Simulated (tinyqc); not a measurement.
Trap-assisted generation and recombination current of an abrupt junction: one step, computed by the program tinyqc. Command: `OMP_NUM_THREADS=1 python tinyqc.py 3007331 3007332 out.jsonl junctionleak walk`. One thread of a shared host (Intel(R) Xeon(R) Processor @ 2.30GHz), about 0.01 s of CPU time with the checks.

Depletion approximation, flat quasi-Fermi levels across the depleted layer, long neutral regions with minority lifetimes tau_n and tau_p, full ionisation and Boltzmann statistics. Voltages in exponents stand for e V.

Question. Depleted layer under reverse bias. W = sqrt(2 eps eps_0 (V_bi - V)(1/N_A + 1/N_D)/e), x_p = W N_D/(N_A + N_D), x_n = W - x_p, peak field F_m = 2 (V_bi - V)/W; reverse bias means V = -V_r.

Inputs (values chosen for the exercise, with bands and screening modelled on GaP):

| quantity | value | unit |
|---|---|---|
| dielectric constant eps | 11 | - |
| acceptor density N_A | 3.4e+17 | cm^-3 |
| donor density N_D | 3.6e+17 | cm^-3 |
| reverse bias V_r | 7.2 | V |
| temperature T | 400 | K |

Field enhancement: Hurkx tunnelling factor.

V_bi = 1.996320 V

Constants: eps_0 = 8.8541878128e-12 F/m; e = 1.602176634e-19 C.

Give: W; x_p; x_n; peak field F_m.

Answer.

W = 252.87 nm

x_p = 130.05 nm

x_n = 122.82 nm

peak field F_m = 7.2736e+05 V/cm
